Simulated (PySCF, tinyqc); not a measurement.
Inside a calculation. Method: G0W0 on RHF in the sto-3g basis, for BeH+, spin multiplicity 1. The lowest restricted solution is unstable here: a spin-polarised one lies 0.0019 hartree lower (PySCF). Computed by tinyqc, a small Python program that keeps every step (integrals from PySCF). Settings: charge = 1, multiplicity = 1, basis = sto-3g, method = RHF, energy threshold = 1e-10, iteration cap = 55, orthogonalisation = symmetric, start = core, DIIS depth = 6. Command: `OMP_NUM_THREADS=1 python tinyqc.py 20683 20684 out.jsonl` (the two numbers bound the seeds that draw the settings). One thread of a shared host (Intel(R) Xeon(R) Processor @ 2.60GHz), about 0.08 s of CPU time with the checks. The early iterations of the SCF are left out here.

## One-electron integrals

Geometry (angstrom):
```
atom         x         y         z
Be    0.000000  0.000000  0.000000
H     0.000000  0.000000  1.738000
```

Basis sto-3g: exponents (1/bohr^2) and contraction coefficients of normalised primitives:
```
element  l (shell)   exponent  coefficient
Be           s (1)  30.167871     0.154329
Be           s (1)   5.495115     0.535328
Be           s (1)   1.487193     0.444635
Be           s (2)   1.314833    -0.099967
Be           s (2)   0.305539     0.399513
Be           s (2)   0.099371     0.700115
Be           p (3)   1.314833     0.155916
Be           p (3)   0.305539     0.607684
Be           p (3)   0.099371     0.391957
H            s (1)   3.425251     0.154329
H            s (1)   0.623914     0.535328
H            s (1)   0.168855     0.444635
```

Overlap, kinetic and nuclear-attraction integrals over the contracted functions; the nuclear repulsion is the sum of Za Zb / Rab.

nuclear repulsion = 1.21789922 hartree

overlap S:
```
           1Be 1s    1Be 2s   1Be 2px   1Be 2py   1Be 2pz     2H 1s
1Be 1s   1.000000  0.259517  0.000000  0.000000  0.000000  0.028992
1Be 2s   0.259517  1.000000  0.000000  0.000000  0.000000  0.311731
1Be 2px  0.000000  0.000000  1.000000  0.000000  0.000000  0.000000
1Be 2py  0.000000  0.000000  0.000000  1.000000  0.000000  0.000000
1Be 2pz  0.000000  0.000000  0.000000  0.000000  1.000000  0.397252
2H 1s    0.028992  0.311731  0.000000  0.000000  0.397252  1.000000
```

kinetic energy T (hartree):
```
            1Be 1s     1Be 2s   1Be 2px   1Be 2py   1Be 2pz      2H 1s
1Be 1s    6.693975  -0.033012  0.000000  0.000000  0.000000  -0.008432
1Be 2s   -0.033012   0.211111  0.000000  0.000000  0.000000   0.022417
1Be 2px   0.000000   0.000000  0.660592  0.000000  0.000000   0.000000
1Be 2py   0.000000   0.000000  0.000000  0.660592  0.000000   0.000000
1Be 2pz   0.000000   0.000000  0.000000  0.000000  0.660592   0.085250
2H 1s    -0.008432   0.022417  0.000000  0.000000  0.085250   0.760032
```

nuclear attraction V (hartree):
```
             1Be 1s     1Be 2s    1Be 2px    1Be 2py    1Be 2pz      2H 1s
1Be 1s   -14.865567  -1.978262   0.000000   0.000000  -0.010700  -0.220400
1Be 2s    -1.978262  -2.611575   0.000000   0.000000  -0.105128  -0.740366
1Be 2px    0.000000   0.000000  -2.567930   0.000000   0.000000   0.000000
1Be 2py    0.000000   0.000000   0.000000  -2.567930   0.000000   0.000000
1Be 2pz   -0.010700  -0.105128   0.000000   0.000000  -2.642912  -0.921771
2H 1s     -0.220400  -0.740366   0.000000   0.000000  -0.921771  -2.442824
```

core Hamiltonian H = T + V (hartree):
```
            1Be 1s     1Be 2s    1Be 2px    1Be 2py    1Be 2pz      2H 1s
1Be 1s   -8.171592  -2.011274   0.000000   0.000000  -0.010700  -0.228832
1Be 2s   -2.011274  -2.400464   0.000000   0.000000  -0.105128  -0.717949
1Be 2px   0.000000   0.000000  -1.907338   0.000000   0.000000   0.000000
1Be 2py   0.000000   0.000000   0.000000  -1.907338   0.000000   0.000000
1Be 2pz  -0.010700  -0.105128   0.000000   0.000000  -1.982320  -0.836521
2H 1s    -0.228832  -0.717949   0.000000   0.000000  -0.836521  -1.682792
```

## Two-electron integrals

Functions are numbered as in S; the eight-fold symmetry (ij|kl) = (ji|kl) = (kl|ij) leaves the list below.

Two-electron integrals (ij|kl) in chemists' order, unique and non-zero (hartree):
```
(11|11) 2.298831   (21|11) 0.392036   (21|21) 0.079539   (22|11) 0.570988
(22|21) 0.143041   (22|22) 0.417683   (31|31) 0.014607   (32|31) 0.021888
(32|32) 0.092265   (33|11) 0.569578   (33|21) 0.143083   (33|22) 0.417589
(33|33) 0.449859   (41|41) 0.014607   (42|41) 0.021888   (42|42) 0.092265
(43|43) 0.024249   (44|11) 0.569578   (44|21) 0.143083   (44|22) 0.417589
(44|33) 0.401360   (44|44) 0.449859   (51|51) 0.014607   (52|51) 0.021888
(52|52) 0.092265   (53|53) 0.024249   (54|54) 0.024249   (55|11) 0.569578
(55|21) 0.143083   (55|22) 0.417589   (55|33) 0.401360   (55|44) 0.401360
(55|55) 0.449859   (61|11) 0.043210   (61|21) 0.008762   (61|22) 0.015901
(61|33) 0.015798   (61|44) 0.015798   (61|51) 0.000778   (61|52) 0.001472
(61|55) 0.016115   (61|61) 0.001012   (62|11) 0.131403   (62|21) 0.033543
(62|22) 0.110439   (62|33) 0.105958   (62|44) 0.105958   (62|51) 0.004317
(62|52) 0.029038   (62|55) 0.119295   (62|61) 0.004089   (62|62) 0.048318
(63|31) 0.002698   (63|32) 0.013480   (63|53) 0.004712   (63|63) 0.003776
(64|41) 0.002698   (64|42) 0.013480   (64|54) 0.004712   (64|64) 0.003776
(65|11) 0.151803   (65|21) 0.039145   (65|22) 0.134601   (65|33) 0.126766
(65|44) 0.126766   (65|51) 0.006847   (65|52) 0.044611   (65|55) 0.150129
(65|61) 0.004928   (65|62) 0.066123   (65|65) 0.092351   (66|11) 0.303954
(66|21) 0.078802   (66|22) 0.291888   (66|33) 0.271991   (66|44) 0.271991
(66|51) 0.010471   (66|52) 0.094829   (66|55) 0.331326   (66|61) 0.009712
(66|62) 0.170704   (66|65) 0.245379   (66|66) 0.774606
```

## Orthogonalisation

S = U s U^T; symmetric (Loewdin) form X = U s^(-1/2) U^T, so that X^T S X = 1.

eigenvalues of S: 0.474939  0.797419  1.000000  1.000000  1.183696  1.543946

X:
```
            1Be 1s     1Be 2s   1Be 2px   1Be 2py    1Be 2pz      2H 1s
1Be 1s    1.027499  -0.141830  0.000000  0.000000  -0.007745   0.021355
1Be 2s   -0.141830   1.074654  0.000000  0.000000   0.059371  -0.192482
1Be 2px   0.000000   0.000000  1.000000  0.000000   0.000000   0.000000
1Be 2py   0.000000   0.000000  0.000000  1.000000   0.000000   0.000000
1Be 2pz  -0.007745   0.059371  0.000000  0.000000   1.073320  -0.238840
2H 1s     0.021355  -0.192482  0.000000  0.000000  -0.238840   1.119344
```

## Iteration 8 (converged): orbitals

converged F (hartree):
```
            1Be 1s     1Be 2s    1Be 2px    1Be 2py    1Be 2pz      2H 1s
1Be 1s   -4.994318  -1.403043   0.000000   0.000000   0.016785  -0.159039
1Be 2s   -1.403043  -0.849818   0.000000   0.000000  -0.103646  -0.398155
1Be 2px   0.000000   0.000000  -0.127244   0.000000   0.000000   0.000000
1Be 2py   0.000000   0.000000   0.000000  -0.127244   0.000000   0.000000
1Be 2pz   0.016785  -0.103646   0.000000   0.000000  -0.245606  -0.343246
2H 1s    -0.159039  -0.398155   0.000000   0.000000  -0.343246  -0.427756
```

Diagonalise F' = X^T F X, C = X C', fill 2 alpha and 2 beta electrons from the bottom; D = 2 C_occ C_occ^T. Each column has its largest component positive (the first on a tie).

F' = X^T F X (hartree):
```
           1          2          3          4          5          6
1  -4.886096  -0.704489   0.000000   0.000000   0.014892   0.017070
2  -0.704489  -0.520546   0.000000   0.000000  -0.017109  -0.261951
3   0.000000   0.000000  -0.127244   0.000000   0.000000   0.000000
4   0.000000   0.000000   0.000000  -0.127244   0.000000   0.000000
5   0.014892  -0.017109   0.000000   0.000000  -0.136150  -0.267250
6   0.017070  -0.261951   0.000000   0.000000  -0.267250  -0.234394
```

orbital energies (hartree): MO1 -4.997111, MO2 -0.662170, MO3 -0.254080, MO4 -0.127244, MO5 -0.127244, MO6 0.136175

coefficients C:
```
               MO1        MO2        MO3        MO4       MO5        MO6
1Be 1s    0.992983  -0.197518  -0.199643   0.000000  0.000000   0.107238
1Be 2s    0.026182   0.642081   0.740114   0.000000  0.000000  -0.504825
1Be 2px   0.000000   0.000000   0.000000   0.803832  0.594857   0.000000
1Be 2py   0.000000   0.000000   0.000000  -0.594857  0.803832   0.000000
1Be 2pz  -0.001946   0.263496  -0.597443   0.000000  0.000000  -0.886720
2H 1s    -0.002867   0.497499  -0.351299   0.000000  0.000000   0.988208
```

D after iteration 8:
```
            1Be 1s     1Be 2s   1Be 2px   1Be 2py    1Be 2pz      2H 1s
1Be 1s    2.050059  -0.201649  0.000000  0.000000  -0.107955  -0.202225
1Be 2s   -0.201649   0.825908  0.000000  0.000000   0.338269   0.638720
1Be 2px   0.000000   0.000000  0.000000  0.000000   0.000000   0.000000
1Be 2py   0.000000   0.000000  0.000000  0.000000   0.000000   0.000000
1Be 2pz  -0.107955   0.338269  0.000000  0.000000   0.138868   0.262189
2H 1s    -0.202225   0.638720  0.000000  0.000000   0.262189   0.495027
```

Within a degenerate level the vectors are fixed only up to a rotation; this is one choice.

## Convergence

Stop when the energy changes by less than 1e-10 hartree and every element of the error matrix X^T (F D S - S D F) X is below 3e-06.

Course of the cycle:
```
iteration   E (hartree)     change  largest element of the error matrix
1          -14.38814345          -                             3.03e-01
2          -14.61711760  -2.29e-01                             5.92e-02
3          -14.62265971  -5.54e-03                             1.28e-02
4          -14.62331025  -6.51e-04                             4.70e-03
5          -14.62339312  -8.29e-05                             1.55e-04
6          -14.62339322  -9.30e-08                             3.66e-05
7          -14.62339322  -5.81e-09                             2.97e-07
8          -14.62339322  -2.88e-13                             3.64e-08
```

PySCF RHF in the same basis = -14.62339322 hartree

Converged in 8 iterations.

## Integrals over molecular orbitals

(pq|rs) = sum C_ip C_jq C_kr C_ls (ij|kl), one index at a time.

one-electron integrals over orbitals h = C^T H C (hartree):
```
           1          2          3          4          5          6
1  -8.162113   0.170675   0.195780   0.000000   0.000000  -0.067359
2   0.170675  -2.019899  -0.055322   0.000000   0.000000   0.228072
3   0.195780  -0.055322  -1.880955   0.000000   0.000000  -0.085757
4   0.000000   0.000000   0.000000  -1.907338   0.000000   0.000000
5   0.000000   0.000000   0.000000   0.000000  -1.907338   0.000000
6  -0.067359   0.228072  -0.085757   0.000000   0.000000  -1.648173
```

Two-electron integrals over orbitals (pq|rs), unique and non-zero (hartree):
```
(11|11) 2.275665    (21|11) -0.170136   (21|21) 0.021279    (22|11) 0.455308
(22|21) -0.000539   (22|22) 0.468392    (31|11) -0.172359   (31|21) 0.017443
(31|22) -0.014525   (31|31) 0.026485    (32|11) 0.069746    (32|21) -0.005628
(32|22) -0.066727   (32|31) 0.001977    (32|32) 0.057032    (33|11) 0.530466
(33|21) -0.011212   (33|22) 0.324731    (33|31) 0.002794    (33|32) 0.033473
(33|33) 0.434934    (41|41) 0.015587    (42|41) 0.013987    (42|42) 0.044991
(43|41) 0.013815    (43|42) 0.033944    (43|43) 0.049122    (44|11) 0.569239
(44|21) -0.006020   (44|22) 0.351097    (44|31) -0.006073   (44|32) 0.036155
(44|33) 0.386317    (44|44) 0.449859    (51|51) 0.015587    (52|51) 0.013987
(52|52) 0.044991    (53|51) 0.013815    (53|52) 0.033944    (53|53) 0.049122
(54|54) 0.024249    (55|11) 0.569239    (55|21) -0.006020   (55|22) 0.351097
(55|31) -0.006073   (55|32) 0.036155    (55|33) 0.386317    (55|44) 0.401360
(55|55) 0.449859    (61|11) 0.087345    (61|21) -0.014240   (61|22) -0.009238
(61|31) -0.002659   (61|32) 0.007817    (61|33) 0.015418    (61|44) 0.002201
(61|55) 0.002201    (61|61) 0.016241    (62|11) -0.134271   (62|21) 0.001510
(62|22) 0.026230    (62|31) 0.008288    (62|32) -0.054128   (62|33) -0.014137
(62|44) -0.067893   (62|55) -0.067893   (62|61) 0.004365    (62|62) 0.119296
(63|11) 0.071233    (63|21) -0.003259   (63|22) -0.056748   (63|31) 0.005092
(63|32) 0.052444    (63|33) 0.053283    (63|44) 0.032983    (63|55) 0.032983
(63|61) 0.007431    (63|62) -0.058913   (63|63) 0.069027    (64|41) -0.007526
(64|42) -0.026402   (64|43) -0.009006   (64|64) 0.022930    (65|51) -0.007526
(65|52) -0.026402   (65|53) -0.009006   (65|65) 0.022930    (66|11) 0.485820
(66|21) -0.001622   (66|22) 0.474123    (66|31) -0.013267   (66|32) -0.070473
(66|33) 0.352101    (66|44) 0.354142    (66|55) 0.354142    (66|61) -0.007339
(66|62) 0.054607    (66|63) -0.060623   (66|66) 0.512655
```

## Screening: direct RPA

With D = e_a - e_i and K = (ia|jb): diagonalise D^(1/2) (D + 4K) D^(1/2) = Z w^2 Z^T; X + Y = D^(1/2) Z w^(-1/2), each column of Z with its largest component positive (the first on a tie); E_c = (sum w - tr (D + 2K)) / 2.

D^(1/2) (D + 4K) D^(1/2) (hartree^2):
```
           1>3        1>4        1>5        1>6        2>3       2>4       2>5        2>6
1>3  22.998825   0.000000   0.000000  -0.052473   0.011004  0.000000  0.000000   0.064510
1>4   0.000000  24.019222   0.000000   0.000000   0.000000  0.090304  0.000000   0.000000
1>5   0.000000   0.000000  24.019222   0.000000   0.000000  0.000000  0.090304   0.000000
1>6  -0.052473   0.000000   0.000000  26.684101   0.045255  0.000000  0.000000   0.035347
2>3   0.011004   0.000000   0.000000   0.045255   0.259635  0.000000  0.000000  -0.123583
2>4   0.000000   0.090304   0.000000   0.000000   0.000000  0.382414  0.000000   0.000000
2>5   0.000000   0.000000   0.090304   0.000000   0.000000  0.000000  0.382414   0.000000
2>6   0.064510   0.000000   0.000000   0.035347  -0.123583  0.000000  0.000000   1.018314
```

excitation energies w (hartree): 0.489793  0.618118  0.618118  1.018691  4.795652  4.900976  4.900976  5.165750

X + Y:
```
             1          2          3          4         5          6         7          8
1>3  -0.002884   0.000000   0.000000  -0.006096  0.994394   0.000000  0.000000  -0.013612
1>4   0.000000  -0.010723  -0.000007   0.000000  0.000000   0.887126  0.454583   0.000000
1>5   0.000000   0.000007  -0.010723   0.000000  0.000000  -0.454583  0.887126   0.000000
1>6  -0.006157   0.000000   0.000000  -0.002447  0.014692   0.000000  0.000000   0.996750
2>3   0.901477   0.000000   0.000000  -0.099346  0.000145   0.000000  0.000000   0.000478
2>4   0.000000   0.930268   0.000596   0.000000  0.000000   0.001123  0.000576   0.000000
2>5   0.000000  -0.000596   0.930268   0.000000  0.000000  -0.000576  0.001123   0.000000
2>6   0.200387   0.000000   0.000000   0.874289  0.001206   0.000000  0.000000   0.000524
```

RPA correlation energy = -0.03234374 hartree

Within a degenerate level the vectors are fixed only up to a rotation; this is one choice.

## G0W0 on Hartree-Fock: HOMO

W(p,q,m) = sqrt2 sum_ia (pq|ia) (X+Y)_ia,m; Sigma_c(x) = sum_(i,m) W^2/(x - e_i + w_m) + sum_(a,m) W^2/(x - e_a - w_m); solve x = e_p + Sigma_c(x) by Newton steps; Z = 1/(1 - dSigma/dx); 1 hartree = 27.211386 eV.

The 12 largest terms at x = e_p (hartree; W for the signs of X + Y given):
```
q  m          W       term
6  4   0.155020  -0.013226
2  1  -0.077497   0.012262
3  4  -0.074983  -0.003941
3  1   0.057294  -0.003656
4  2   0.058978  -0.003017
5  3   0.058978  -0.003017
2  4   0.041963   0.001729
6  1  -0.035272  -0.000966
2  5  -0.020587   0.000088
1  5   0.024235   0.000064
4  6   0.017620  -0.000057
5  7   0.017620  -0.000057
```

Newton steps (hartree):
```
step          x  Sigma_c(x)         Z
0     -0.662170   -0.013791  0.955200
1     -0.675344   -0.013167  0.954249
2     -0.675338   -0.013167  0.954250
```

quasiparticle energy of the HOMO = -18.376870 eV

Hartree-Fock value = -18.018574 eV

## G0W0 on Hartree-Fock: LUMO

As before.

The 12 largest terms at x = e_p (hartree; W for the signs of X + Y given):
```
q  m          W       term
6  4  -0.080280  -0.004574
2  4  -0.074983   0.003941
2  1   0.057294   0.003656
3  1   0.038523  -0.003030
6  1   0.050080  -0.002850
4  2   0.044447  -0.002652
5  3   0.044447  -0.002652
3  4  -0.022260  -0.000486
1  5   0.037205   0.000145
3  8   0.021691  -0.000091
4  6   0.017386  -0.000060
5  7   0.017386  -0.000060
```

Newton steps (hartree):
```
step          x  Sigma_c(x)         Z
0     -0.254080   -0.008733  0.973540
1     -0.262582   -0.008503  0.973887
2     -0.262583   -0.008503  0.973888
```

quasiparticle energy of the LUMO = -7.145251 eV

Hartree-Fock value = -6.913873 eV
